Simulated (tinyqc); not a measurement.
From results to parameters: Luttinger model of the valence bands. Computed by the program tinyqc.

Problem. In the four-band Luttinger model 1/m = g1 -/+ 2 g2 along [100] and g1 -/+ 2 g3 along [111]. Find g1, g2, g3 and the light hole mass along [111].

heavy and light hole masses along [100] (electron masses): 0.168067  0.055218
heavy hole mass along [111] = 0.598802 electron masses

Solution. The mean of the two inverse masses along [100] is g1 and a quarter of their difference is g2; g3 = (g1 - 1/m_hh[111])/2.

g1, g2, g3: 12.0300  3.0400  5.1800
light hole mass along [111] = 0.0447 electron masses
